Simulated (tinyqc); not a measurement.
Worked calculation: coherent transport through a tight-binding region between two chains. Computed by tinyqc, a small Python program that keeps every step. Settings: temperature = 4, mu = -0.11. Command: `OMP_NUM_THREADS=1 python tinyqc.py 30063 30064 out.jsonl` (the two numbers bound the seeds that draw the settings). One thread of a shared host (Intel(R) Xeon(R) Processor @ 2.60GHz), about 0.07 s of CPU time with the checks.

## Transmission at E = 0.6 eV

H of the central region (eV), lower triangle:
```
,1,2,3,4
1,0.000000
2,-1.050000,0.000000
3,0.000000,-1.050000,0.000000
4,-1.050000,0.000000,-1.050000,0.000000
```

Leads: semi-infinite chains with site energy 0:
```
parameter,value
lead hopping t (eV),2.810000
coupling to the left lead (eV),1.350000
coupling to the right lead (eV),1.270000
left contact site,1
right contact site,2
```

E = 0.600000 eV

Surface Green function g = (E - i sqrt(4 t^2 - E^2)) / (2 t^2); self-energy tc^2 g on each contact site; G = (E - H - Sigma)^(-1); Gamma = -2 Im Sigma; T = Gamma_L Gamma_R |G_LR|^2; local density of states -Im G_ii / pi.

g = 0.037993-0.353838i 1/eV

G (1/eV), lower triangle:
```
,1,2,3,4
1,0.602167-0.336607i
2,0.143684-0.177224i,0.625738-0.312903i
3,-0.772213+0.349438i,0.317580-0.002342i,0.608001-0.520850i
4,0.297581-0.022455i,-0.807212+0.314241i,0.287372+0.299971i,0.642999-0.485653i
```

local density of states (1/eV): 0.107145  0.099600  0.165792  0.154588

transmission = 0.076629

## Transmission across the band

The same steps on a grid of energies.

T(E):
```
E (eV),T
-5.33900000,0.000456
-4.80510000,0.002098
-4.27120000,0.006025
-3.73730000,0.016697
-3.20340000,0.053364
-2.66950000,0.247870
-2.13560000,0.991461
-1.60170000,0.340103
-1.06780000,0.147293
-0.53390000,0.066411
0.00000000,0
0.53390000,0.066411
1.06780000,0.147293
1.60170000,0.340103
2.13560000,0.991461
2.66950000,0.247870
3.20340000,0.053364
3.73730000,0.016697
4.27120000,0.006025
4.80510000,0.002098
5.33900000,0.000456
```

levels of the isolated region (eV): -2.100000  0.000000  0.000000  2.100000

## Current

I = (2e/h) int T(E) [f(E - mu - V/2) - f(E - mu + V/2)] dE at 4 K with mu = -0.11 eV, the bias not changing H; 2e^2/h = 77.48092 microsiemens; the integral runs over the band on 4001 points.

Current:
```
V (volt),I (microampere)
0.010000,0.000875
0.050000,0.004879
0.100000,0.011673
0.200000,0.038014
0.400000,0.176668
0.800000,1.007897
```
